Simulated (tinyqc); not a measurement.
Gupta-type many-body potential for a metal: one step, computed by the program tinyqc. Command: `OMP_NUM_THREADS=1 python tinyqc.py 3001892 3001893 out.jsonl gupta walk`. One thread of a shared host (Intel(R) Xeon(R) Processor @ 2.30GHz), about 0.01 s of CPU time with the checks.

E_i = sum_j A exp(-p (r_ij/r0 - 1)) - xi rho_i^gamma, with rho_i = sum_j exp(-2 q (r_ij/r0 - 1)); gamma = 1/2 is the tight-binding second-moment form. The crystal is fcc unless stated; d is the neighbour distance and a fixed number of shells is kept.

Task: The (110) surface. fcc shells: d sqrt(k), k = 1..5, with 12, 6, 24, 12, 24 atoms; Omega = d^3/sqrt2. Cut the crystal without relaxation; an atom in layer l keeps the neighbours that lie below the surface plane. Excess = E_i + E_c. Surface energy = sum of excesses over the layers, divided by the area per surface atom: (sqrt3/2) d^2 for (111), d^2 for (100), sqrt2 d^2 for (110).

Inputs (values chosen for the exercise, modelled on silver):
```
quantity                  value      unit
repulsion A               0.105        eV
hopping xi                 1.17        eV
decay p                    10.7         -
decay q                    3.07         -
reference distance r0     2.889  angstrom
shells kept                   2         -
embedding exponent gamma    0.5         -
```

Surface: (110).

neighbour distance d = 2.909492 angstrom

cohesive energy E_c = 2.866874 eV

Constants: 1 eV/angstrom^2 = 16.02176634 J/m^2.

Give: Layers; excess per surface atom; surface energy.

Result:

Layers:
```
layer  nearest neighbours  repulsion (eV)    rho  excess (eV)
1                       7           0.686   7.00       0.4577
2                      11           1.075  10.83       0.0922
```

excess per surface atom = 0.5499 eV

surface energy = 0.7359 J/m^2
